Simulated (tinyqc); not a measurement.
Energy and delay of logic against supply voltage: one step of the calculation.

One expression serves below and above threshold: I(Vg) = Ik [ln(1 + exp((Vg - VT + dd V)/(al nf Vt)))]^al, with I_on = I(V) and I_off = I(0). Gate delay td = kd C V/I_on, clock period LD td. Per gate and cycle the switching energy is act C V^2 and the leakage energy I_off V LD td. No short-circuit current, no variation. Minima are sought above 0.09 V; below a few Vt gates no longer switch and the model has no meaning.

Question. New V. Minimum-energy supply: E(V) is the energy per gate and cycle; with h = 0.001 V, E' = (E(V + h) - E(V - h))/(2 h), E'' = (E(V - h) - 2 E(V) + E(V + h))/h^2, V(new) = V - E'/E''.

Values chosen for this exercise; values of the order met in logic technologies:
- T = 300 K (temperature)
- VT = 0.32 V (threshold voltage at zero drain bias)
- nf = 1.19 (slope factor)
- dd = 0.1 (barrier lowering per volt of supply)
- Ik = 2 uA (specific current of a gate)
- al = 1.25 (exponent of the current law)
- C = 1.7 fF (load capacitance of a gate)
- kd = 0.8 (delay factor)
- LD = 16 (logic depth)
- act = 0.3 (activity factor)

Constants: q = 1.602176634e-19 C, kB = 1.380649e-23 J/K, Vt = kB T/q. Results are converted to the units shown.

V at the start = 0.14 V

Wanted: E'; E''; V after iteration 1.

Answer.

E' = 61.15 aJ/V
E'' = 2055 aJ/V^2
V after iteration 1 = 0.1102 V

Program tinyqc, `OMP_NUM_THREADS=1 python tinyqc.py 2082007 2082008 out.jsonl`; Intel Xeon 2.30GHz, shared host, one thread, about 0.01 s.
